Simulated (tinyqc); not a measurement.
## MOS capacitor on a p-type substrate, surface potential from the exact charge relation: effect of the temperature on threshold and swing

Uniform p-type substrate, Boltzmann statistics, full ionisation, classical densities. psi is the surface potential against the body (positive when the bands bend down) and u = psi/Vt. Traps are spread evenly over the gap and neutral at flat band, so their charge is -q Dit psi; the minority quasi-Fermi level is shifted by Vb.

Nc and Nv are given at 400 K and scale as (T/400 K)^1.5; Eg is held fixed. ni = sqrt(Nc Nv) exp(-Eg/(2 Vt)), Eg in volts; phiF = Vt ln(N/ni); Cox = eps0 eox/tox; Vfb = phiM - chi - (Eg - Vt ln(Nv/N)) - q Nf/Cox; VT = Vfb + [(2 phiF + Vb)(1 + q Dit/Cox) + sqrt(2 eps0 eps_r q N (2 phiF + Vb))/Cox]. gamma = sqrt(2 eps0 eps_r q N)/Cox; Wm = sqrt(2 eps0 eps_r (2 phiF + Vb)/(q N)); m = 1 + (eps0 eps_r/Wm + q Dit)/Cox; swing m Vt ln 10; Cmin/Cox = 1/(1 + Cox Wm/(eps0 eps_r)).

Inputs (values chosen for the exercise); band and dielectric values close to those of silicon:
- Eg = 1.1 eV (band gap)
- eps_r = 11.8 (relative permittivity)
- Nc = 4.23e19 cm^-3 (conduction-band density of states at the reference temperature)
- Nv = 4.16e19 cm^-3 (valence-band density of states at the reference temperature)
- chi = 4.06 eV (electron affinity)
- N = 3e17 cm^-3 (acceptor density of the substrate)
- eox = 24.6 (relative permittivity of the gate insulator (close to zirconium oxide))
- tox = 39 nm (insulator thickness)
- phiM = 4.44 eV (gate work function)
- Nf = 0 cm^-2 (fixed charge at the interface, in units of q)
- Dit = 0 cm^-2 eV^-1 (density of interface traps)
- Vb = 1.3 V (reverse bias of the inversion layer against the body)

Constants: q = 1.602176634e-19 C, kB = 1.380649e-23 J/K, Vt = kB T/q, eps0 = 8.8541878128e-14 F/cm where lengths are in cm. Results are converted to the units shown.

The same in every row: gamma (V^0.5) = 0.5674.

Effect of the temperature on threshold and swing:
```
T (K)  Vfb (V)  2 phiF (V)  VT (V)  Wm (nm)      m  swing (mV/decade)  Cmin/Cox
200    -0.6529      0.9655   2.467    99.24  1.188              47.16    0.1586
240    -0.6338      0.9273   2.440    98.40  1.190              56.67    0.1597
280    -0.6139      0.8874   2.413    97.52  1.192              66.22    0.1610
320    -0.5932      0.8460   2.384    96.59  1.194              75.79    0.1623
360    -0.5719      0.8033   2.354    95.62  1.196              85.41    0.1636
400    -0.5500      0.7594   2.324    94.62  1.198              95.06    0.1651
440    -0.5276      0.7145   2.292    93.58  1.200              104.8    0.1666
```

As T goes from 200 to 440, VT falls from 2.47 to 2.29 V, the swing rises from 47.2 to 105 mV/decade and Cmin/Cox rises from 0.159 to 0.167. Of the change of VT by -0.174 V, 0.125 V comes from Vfb and -0.300 V from the band bending and the charge it takes. VT changes by -0.727 mV/K on average.

Computed by the program tinyqc: `OMP_NUM_THREADS=1 python tinyqc.py 2060109 2060110 out.jsonl`, one thread of a shared Intel Xeon 2.30GHz, about 0.01 s for the whole run.
